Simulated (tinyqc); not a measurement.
# Short-channel transistor, virtual-source model with series resistance: what changes with what

The current per gate width is the charge at the top of the source barrier (the virtual source) times its velocity times a saturation function; al and be are fitting constants of the model. Units: I in uA/um, Rs in ohm um, so I Rs = 1e-6 I Rs in volts; Q in uC/cm^2, so I = 1e-4 Q vx0 Fsat with vx0 in cm/s.

Inputs (values chosen for the exercise):
```
symbol,value,unit,meaning
T,273,K,temperature
Cinv,3.65,uF/cm^2,inversion capacitance
vx0,2.92e7,cm/s,velocity at the virtual source
mu,390,cm^2/(V s),apparent mobility
L,130,nm,channel length
VT0,0.348,V,threshold at zero drain voltage
dl,0.136,V/V,drain-induced barrier lowering
n0,1.43,,subthreshold factor
nd,0.2,1/V,growth of n with drain voltage
al,3.5,,threshold shift (in units of Vt) from weak to strong inversion
be,1.6,,sharpness of saturation
Rs,150,ohm um,series resistance of each contact
```

Constants: q = 1.602176634e-19 C, kB = 1.380649e-23 J/K, Vt = kB T/q. Results are converted to the units shown.

Each table varies one quantity; the others keep the values above.

## Effect of the threshold at zero drain voltage on the on and off currents

Intrinsic voltages Vg' = Vgs - I Rs, Vd' = Vds - 2 I Rs. n = n0 + nd Vd', VT = VT0 - dl Vd', Ff = 1/(1 + exp((Vg' - VT + al Vt/2)/(al Vt))), Q = Cinv n Vt ln(1 + exp((Vg' - VT + al Vt Ff)/(n Vt))), Vdsat = (vx0 L/mu)(1 - Ff) + Vt Ff, Fsat = u/(1 + u^be)^(1/be) with u = Vd'/Vdsat, and I = Q vx0 Fsat per width. I is solved self-consistently. Ion is I at Vgs = Vds = 0.6 V, Ioff at Vgs = 0, Vds = 0.6 V, and Rlin = Vds/I at Vgs = 0.6 V, Vds = 0.05 V.

Effect of the threshold at zero drain voltage on the on and off currents:
```
VT0 (V)	Ion (uA/um)	Ioff (nA/um)	log10(Ion/Ioff)	Rlin (ohm um)
0.15	1015	9.784e4	1.016	508.0
0.2	953.6	4.907e4	1.289	533.7
0.25	888.1	1.999e4	1.648	565.9
0.3	818.0	6734	2.084	607.5
0.35	743.5	1990	2.572	662.3
0.4	665.0	546.8	3.085	736.9
0.45	583.0	144.6	3.605	841.9
0.5	498.1	37.53	4.123	996.8
```

What does the table show?

As VT0 goes from 0.15 to 0.5 V, Ion falls from 1010 to 498 uA/um, Ioff falls from 97800 to 37.5 nA/um and Rlin rises from 508 to 997 ohm um. Ion changes by a factor of 0.491 and Ioff by 3.84e-4. The off current depends on it through an exponential, the on current about linearly. For VT0 = 0.15 to 0.35 V the off current passes 1 uA/um, so the device is hardly off at Vgs = 0.

## Effect of the apparent mobility on the on and off currents

Same model as above.

Effect of the apparent mobility on the on and off currents:
```
mu (cm^2/(V s))	Ion (uA/um)	Ioff (nA/um)	log10(Ion/Ioff)	Rlin (ohm um)
50	221.20	1540.6	2.1571	2990.6
85	327.70	1808.6	2.2581	1893.3
140	452.11	1963.3	2.3623	1276.0
240	604.65	2052.8	2.4692	876.66
410	760.89	2096.3	2.5599	642.77
700	905.47	2117.3	2.6311	504.09
1200	1025.4	2127.6	2.6830	420.96
2000	1107.9	2132.7	2.7156	373.56
```

What does the comparison show?

As mu goes from 50 to 2000 cm^2/(V s), Ion rises from 221 to 1110 uA/um, Ioff rises from 1540 to 2130 nA/um and Rlin falls from 2990 to 374 ohm um. Ion changes by a factor of 5.01 and Ioff by 1.38. In every row the off current passes 1 uA/um, so the device is hardly off at Vgs = 0.

## Supply voltage at a fixed off current

For each supply Vdd, VT0 is set so that I(Vgs = 0, Vds = Vdd) = 1 nA/um; Ion = I(Vdd, Vdd); C = Cinv L + 0.69 fF/um of parasitic capacitance; delay C Vdd/Ion, energy C Vdd^2.

Supply voltage at a fixed off current:
```
Vdd (V)	VT0 (V)	Ion (uA/um)	delay (ps)	energy (fJ/um)
0.4	0.5925	30.05	72.34	0.8696
0.5	0.6128	118.1	23.02	1.359
0.6	0.6329	269.3	12.11	1.957
0.7	0.6531	461.5	8.244	2.663
0.8	0.6733	679.3	6.401	3.478
0.9	0.6934	914.1	5.351	4.402
1	0.7136	1161	4.681	5.435
1.1	0.7338	1417	4.220	6.576
```

The VT0 needed rises from 0.593 to 0.734 V and Ion rises from 30.1 to 1420 uA/um. The delay falls from 72.3 to 4.22 ps, while the energy grows as Vdd^2. Going from 0.4 to 0.5 V changes the delay by -68 %, going from 1 to 1.1 V by -9.8 %.

tinyqc, about 0.01 s, one thread, Intel Xeon 2.30GHz (shared host): `OMP_NUM_THREADS=1 python tinyqc.py 2380071 2380072 out.jsonl`
